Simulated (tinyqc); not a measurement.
# Resistance of a tapered via with liner, size effect and interface: effects of single changes

A round via whose diameter grows from db at the bottom as D(z) = db + 2 z/tan(ang). The fill, of diameter D - 2 tl, starts above the bottom liner (thickness fb tl) and has rho = rho0 (1 + ks lam/(D - 2 tl)); the sidewall liner conducts in parallel with it. The bottom liner and the interface are crossed over the full area pi db^2/4. Spreading in the lines above and below is left out.

Values chosen for this exercise; fill metal close to ruthenium: diameter at the bottom db = 27 nm; height hv = 45 nm; sidewall angle ang = 88 degrees; bulk resistivity of the fill rho0 = 7.79 uohm cm; mean free path of the fill lam = 6.56 nm; size-effect factor ks = 0.8; liner on the sidewall tl = 0.4 nm; liner at the bottom over that on the sidewall fb = 0.5; resistivity of the liner rl = 280 uohm cm; interface resistivity at the bottom ri = 1.2e-12 ohm cm^2; ballistic conductance per area, about 3/(4 rho0 lam) Sb = 1.5e15 S/m^2; bulk resistivity of the second fill (close to molybdenum) rho2 = 5.22 uohm cm; its mean free path lam2 = 11.1 nm; its liner tl2 = 0.5 nm.

Each table varies one quantity; the others keep the values above.

## Via resistance against the diameter at the bottom

Slices between z0 = fb tl and hv, evaluated at their midpoints: conductance per length pi/4 [(D - 2 tl)^2/rho + (D^2 - (D - 2 tl)^2)/rl], slice resistance = slice height over that. 2000 slices. R_fill = sum of the slices; R_bottom = rl fb tl/(pi db^2/4); R_interface = ri/(pi db^2/4); ballistic (Sharvin) limit 1/(Sb pi (db - 2 tl)^2/4); ideal cylinder rho0 hv/(pi db^2/4).

Via resistance against the diameter at the bottom:
columns A: db (nm); B: R_fill (ohm); C: R_bottom (ohm); D: R_interface (ohm); E: R (ohm); F: ballistic limit (ohm); G: R over ideal cylinder; H: largest part
```
A         B       C        D       E       F      G     H
6     183.2   19.81    4.244   207.2   31.39  1.671  fill
8.3   87.92   10.35    2.218   100.5   15.09  1.551  fill
11    47.12   5.893    1.263   54.27   8.159  1.471  fill
16    20.87   2.785   0.5968   24.25   3.674  1.391  fill
22    10.57   1.473   0.3157   12.36   1.889  1.340  fill
30    5.497  0.7922   0.1698   6.459  0.9955  1.302  fill
42    2.727  0.4042  0.08661   3.218  0.5001  1.272  fill
58    1.401  0.2120  0.04542   1.658  0.2594  1.250  fill
80   0.7251  0.1114  0.02387  0.8604  0.1353  1.234  fill
```

What does the comparison show?

R falls from 207 to 0.860 ohm. The fill is the largest part at db = 6 and in all other rows. R goes as db^(-2.23) between the first two rows and db^(-2.04) between the last two; area alone gives -2.

## Via resistance against the interface resistivity at the bottom

Same model as above.

2000 slices.

The same in every row: R_fill (ohm) = 6.858; R_bottom (ohm) = 0.9781; ballistic limit (ohm) = 1.237.

Results:
```
ri (ohm cm^2)  R_interface (ohm)  R (ohm)  R over ideal cylinder  largest part
2e-13                    0.03493    7.871                  1.286          fill
1e-12                     0.1747    8.011                  1.308          fill
2e-12                     0.3493    8.186                  1.337          fill
6e-12                      1.048    8.884                  1.451          fill
1e-11                      1.747    9.583                  1.565          fill
3e-11                      5.240    13.08                  2.136          fill
```

Estimate the missing row, ri = 5e-13 ohm cm^2.

Computed row:
```
ri (ohm cm^2)  R_interface (ohm)  R (ohm)  R over ideal cylinder  largest part
5e-13                    0.08733    7.924                  1.294          fill
```

With this row back in the table: R rises from 7.87 to 13.1 ohm. The fill is the largest part at ri = 2e-13 and in all other rows. The share of the two bottom terms goes from 12.9 to 47.6 %.

## Two fill metals against the diameter

2000 slices. R_fill = sum of the slices; R_bottom = rl fb tl/(pi db^2/4); R_interface = ri/(pi db^2/4). The second fill has rho2, lam2 and tl2 in place of rho0, lam and tl.

Two fill metals against the diameter:
```
db (nm)  R, first fill (ohm)  R, second fill (ohm)  ratio second/first
6                      207.2                 203.1              0.9800
8.5                    95.35                 88.42              0.9273
12                     44.96                 39.85              0.8863
17                     21.32                 18.20              0.8539
24                     10.30                 8.534              0.8289
35                     4.690                 3.791              0.8083
49                     2.343                 1.862              0.7946
70                     1.129                0.8852              0.7838
100                   0.5468                0.4243              0.7760
```

The ratio goes from 0.980 to 0.776. The second fill gives the lower R in every row. Ratios within a few per cent of 1 are a tie, given that ballistic terms are left out.

Numbers from tinyqc (`OMP_NUM_THREADS=1 python tinyqc.py 2750062 2750063 out.jsonl`; about 0.01 s on one thread of a shared Intel Xeon 2.30GHz).
